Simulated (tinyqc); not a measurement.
Smearing for a one-band metal on the fcc lattice: one step. Occupations and energies. Two cases, with inputs chosen for the exercise.

Question. Converge mu, then list x, f and s of each level and form the sums.

With x = (E_k - mu)/sigma: Gaussian f = erfc(x)/2, s = exp(-x^2)/(2 sqrt(pi)). With weights w = points/N^d (d the dimension), mu solves 2 sum w f = ne; E = 2 sum w f E_k, S = 2 sum w s, F = E - sigma S.

Case 1.

Values chosen: ne = 0.37 (electrons per cell); sigma = 0.535 eV (width).

Distinct levels:
```
E_k (eV),points
-13.200000,1
-6.420000,8
-4.400000,6
0.120000,12
0.360000,4
2.140000,24
3.920000,3
4.160000,6
```

Case 2.

Values chosen: ne = 0.36 (electrons per cell); sigma = 0.04 eV (width).

Distinct levels:
```
E_k (eV),points
-4.980000,1
-3.197264,8
-2.660313,6
-1.104559,12
-0.312736,8
-0.235755,24
0.725755,24
0.850313,6
1.170000,24
1.444559,12
```

Give: mu; x, f and s of each level; E; S; F; (E + F)/2.

Answer.

Case 1.

mu = -4.4253 eV

x, f and s of each level:
```
E_k (eV),x,f,s
-13.2000,-16.40,1.0000,0.0000
-6.4200,-3.73,1.0000,0.0000
-4.4000,0.05,0.4733,0.2815
0.1200,8.50,0.0000,0.0000
0.3600,8.94,0.0000,0.0000
2.1400,12.27,0.0000,0.0000
3.9200,15.60,0.0000,0.0000
4.1600,16.05,0.0000,0.0000
```

E = -2.4080 eV
S = 0.0528
F = -2.4362 eV
(E + F)/2 = -2.4221 eV

Case 2.

mu = -1.0955 eV

x, f and s of each level:
```
E_k (eV),x,f,s
-4.9800,-97.11,1.0000,0.0000
-3.1973,-52.54,1.0000,0.0000
-2.6603,-39.12,1.0000,0.0000
-1.1046,-0.23,0.6250,0.2681
-0.3127,19.57,0.0000,0.0000
-0.2358,21.49,0.0000,0.0000
0.7258,45.53,0.0000,0.0000
0.8503,48.65,0.0000,0.0000
1.1700,56.64,0.0000,0.0000
1.4446,63.50,0.0000,0.0000
```

E = -0.8769 eV
S = 0.0515
F = -0.8789 eV
(E + F)/2 = -0.8779 eV

Levels with f between 0.001 and 0.999: 1. (E + F)/2 removes the term in sigma^2 for this scheme. That argument needs a smooth density of states, and the number of distinct levels within 2 sigma of mu is only 1, so it may fail on this mesh.

Computed by tinyqc, one run a case: `OMP_NUM_THREADS=1 python tinyqc.py N N+1 out.jsonl` with N = 1681732, 1682045; one thread of a shared Intel(R) Xeon(R) Processor @ 2.30GHz, about 0.3 s a run at most.
